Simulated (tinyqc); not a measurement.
Rayleigh-quotient iteration on a symmetric matrix, step by step. One step of it, computed by the program tinyqc.

Question. Step 1. solve (A - shift) w = v; v' = w/|w| with its largest component positive (the first on a tie); lambda = v'^T A v'; the next shift is lambda.

A:
$$\begin{pmatrix}
0.583000 & 1.069000 & -0.263000 & 0.530000 \\
1.069000 & 1.535000 & 1.354000 & -0.294000 \\
-0.263000 & 1.354000 & 1.580000 & 1.016000 \\
0.530000 & -0.294000 & 1.016000 & 2.165000
\end{pmatrix}$$

vector v at the start: [0.500000, 0.500000, 0.500000, 0.500000]

shift = 0.710000

Give: vector after step 1; Rayleigh quotient after step 1.

Answer.

vector after step 1: [0.7235, 0.4528, -0.2280, 0.4686]

Rayleigh quotient after step 1 = 1.7024
